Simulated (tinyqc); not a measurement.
# Worked calculation: nanowire ballistic transistor, top-of-the-barrier model

tinyqc, about 0.04 s, one thread, Intel Xeon 2.30GHz (shared host): `OMP_NUM_THREADS=1 python tinyqc.py 2400161 2400162 out.jsonl` Printed values are rounded.

At the top of the source barrier, states moving towards the drain are filled by the source (Fermi level 0) and states moving back by the drain (Fermi level -q Vd); nothing scatters. U is the shift of the band edge there, set by the capacitances CG, CD and CS (the total) and by the charge. Parabolic one-dimensional subband; the source is grounded.

Values chosen for this exercise; mass and valleys close to those of a monolayer dichalcogenide: temperature T = 400 K; effective mass m = 0.479 m0; valley degeneracy gv = 2; relative permittivity of the gate insulator eox = 3.9; insulator thickness tox = 3.3 nm; wire diameter d = 3 nm; gate control CG/CS aG = 0.82; drain control CD/CS aD = 0.104; band edge at the barrier top above the source Fermi level at zero bias E0 = 0.39 eV; gate voltage Vg = 0.5 V; drain voltage Vd = 0.5 V.

Constants: q = 1.602176634e-19 C, kB = 1.380649e-23 J/K, hbar = 1.054571817e-34 J s, h = 6.62607015e-34 J s, m0 = 9.1093837015e-31 kg, Vt = kB T/q, eps0 = 8.8541878128e-14 F/cm where lengths are in cm. Results are converted to the units shown.

## Density of states, capacitances and charge at zero bias

N0 = gv sqrt(2 m kB T/pi)/hbar, CG = 2 pi eps0 eox/ln(1 + 2 tox/d), CS = CG/aG, n0 = n at U = 0 and Vd = 0. eta1 = -(E0 + U)/Vt, eta2 = eta1 - Vd/Vt, n = (N0/2)[F_(-1/2)(eta1) + F_(-1/2)(eta2)], F_(-1/2)(x) = (1/sqrt(pi)) int_0^infinity u^(-1/2)/(1 + exp(u - x)) du. UL = -(aG Vg + aD Vd).

N0 = 7.42810e6 cm^-1
CG = 1.86534 pF/cm
CS = 2.27480 pF/cm
n0 = 90.5921 cm^-1
UL = -0.462 eV

## Iteration 1: self-consistent potential at the barrier top

U at the start (U = UL) = -0.462 eV

eta1 = -(E0 + U)/Vt, eta2 = eta1 - Vd/Vt, n = (N0/2)[F_(-1/2)(eta1) + F_(-1/2)(eta2)], F_(-1/2)(x) = (1/sqrt(pi)) int_0^infinity u^(-1/2)/(1 + exp(u - x)) du. U(out) = UL + q (n - n0)/CS. Newton step: U(new) = U + (U(out) - U)/(1 + CQ/CS), CQ = (q/Vt) dn/d(eta1) with both F' summed; F' = dF_(-1/2)/dx.

eta1 = 2.08881
eta2 = -12.4168
n = 5.57562e6 cm^-1
U(out) = -0.0693070 eV
CQ = 7.13564 pF/cm
U after iteration 1 = -0.367074 eV

## Iteration 2: self-consistent potential at the barrier top

As before.

eta1 = -0.665123
eta2 = -15.1708
n = 1.41781e6 cm^-1
U(out) = -0.362148 eV
CQ = 4.95908 pF/cm
U after iteration 2 = -0.365525 eV

## Course of the iteration: self-consistent potential at the barrier top

Stop when U changes by less than 1e-9 eV, or after 90 iterations.

Course of the iteration:
```
iteration     U (eV)  |change| (eV)
1          -0.367074         0.0949
2          -0.365525        1.55e-3
3          -0.365512        1.28e-5
4          -0.365512       8.75e-10
```

Converged in 4 iterations. At the end the number of correct digits about doubles with each step.

## Current, mean velocity and share of the gate voltage

converged U = -0.365512 eV

N0 = gv sqrt(2 m kB T/pi)/hbar, CG = 2 pi eps0 eox/ln(1 + 2 tox/d), CS = CG/aG, n0 = n at U = 0 and Vd = 0. eta1 = -(E0 + U)/Vt, eta2 = eta1 - Vd/Vt, n = (N0/2)[F_(-1/2)(eta1) + F_(-1/2)(eta2)], F_(-1/2)(x) = (1/sqrt(pi)) int_0^infinity u^(-1/2)/(1 + exp(u - x)) du. I = gv (2 q^2/h) Vt [ln(1 + exp eta1) - ln(1 + exp eta2)]. Mean velocity I/(q n). CQ = (q/Vt) dn/d(eta1); the band edge follows the gate as -dU/dVg = aG/(1 + CQ/CS).

eta1 = -0.710435
n = 1.37005e6 cm^-1
I = 2.13516 uA
mean velocity = 9.72711e6 cm/s
CQ = 4.84049 pF/cm
-dU/dVg = 0.262159 eV/V

The carriers from the source are near degeneracy (eta1 = -0.710), and the mean velocity is 1.08 times vT = sqrt(2 kB T/(pi m)) = 8.98e6 cm/s.
